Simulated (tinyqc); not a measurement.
Landau levels with Rashba coupling: one step. The lowest levels.

H = (p + eA)^2/2m + aR (sx ky - sy kx) + gs muB B sz/2. With d = 1/2 - gs m/4: E_0 = d hbar wc, and E(N, +/-) = hbar wc [N +/- sqrt(d^2 + 2 N aR^2/(l hbar wc)^2)] for N >= 1.

In a field B along z: l = 1/sqrt((e/hbar) B) is the magnetic length, n_B = B/(h/e) the number of states per area in one level, hbar wc = 2 muB B/m for mass m in m0; 1/angstrom^2 = 1e16/cm^2.

Constants: e/hbar = 1.519267448e-05 1/(T angstrom^2); h/e = 413566.7697 T angstrom^2; muB = 5.788381798e-05 eV/T.

Inputs chosen for the exercise (near those of an asymmetric GaAs well; not measured data):
- m = 0.0696 m0 (mass)
- gs = -0.41 (g factor)
- aR = 0.34 eV angstrom (Rashba constant)
- B = 6.1 T (magnetic field)

Question. List the eight lowest, in meV, with the gap to the next.

Give: a table of label, E (meV), gap above (meV).

Answer.

Levels:
```
label  E (meV)  gap above (meV)
1-       3.225            1.920
0        5.146            6.821
2-      11.966            5.101
1+      17.068            3.845
3-      20.912            7.707
2+      28.619            1.375
4-      29.994            9.179
5-      39.173            0.793
```

The largest of these gaps, 9.18 meV, first occurs above level 4- and is kB T at 107 K.

Run: tinyqc, `OMP_NUM_THREADS=1 python tinyqc.py 1280269 1280270 out.jsonl`; Intel(R) Xeon(R) Processor @ 2.30GHz, one thread, shared host; about 0.01 s of CPU time with all checks.
